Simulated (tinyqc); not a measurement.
## Well width from the intersubband spacing

Problem. In an empty well of width L and depth Vb, level k solves kw L/2 = (k - 1) pi/2 + arctan(sqrt((mw/mb)(Vb - E)/E)) with kw = sqrt(mw E/C), C = hbar^2/(2 m0). Find L, E1 and E2 from the spacing.

Inputs (values chosen for the exercise); material values close to those of GaAs in AlGaAs: mass along z in the well mw = 0.0671 m0; mass along z in the barriers mb = 0.0914 m0; barrier height Vb = 0.246 eV.

Constants: q = 1.602176634e-19 C, hbar = 1.054571817e-34 J s, m0 = 9.1093837015e-31 kg, hbar^2/(2 m0) = 0.0380998212 eV nm^2. Results are converted to the units shown.

E2 - E1 = 90.281289 meV

Answer. Both levels are solved for trial widths until their difference matches. A second level is bound only for L above 4.77 nm, and over that range one width gives this spacing.

L = 9.90 nm
E1 = 30.9 meV
E2 = 121 meV

Program tinyqc, `OMP_NUM_THREADS=1 python tinyqc.py 2140010 2140011 out.jsonl`; Intel Xeon 2.30GHz, shared host, one thread, about 0.1 s.
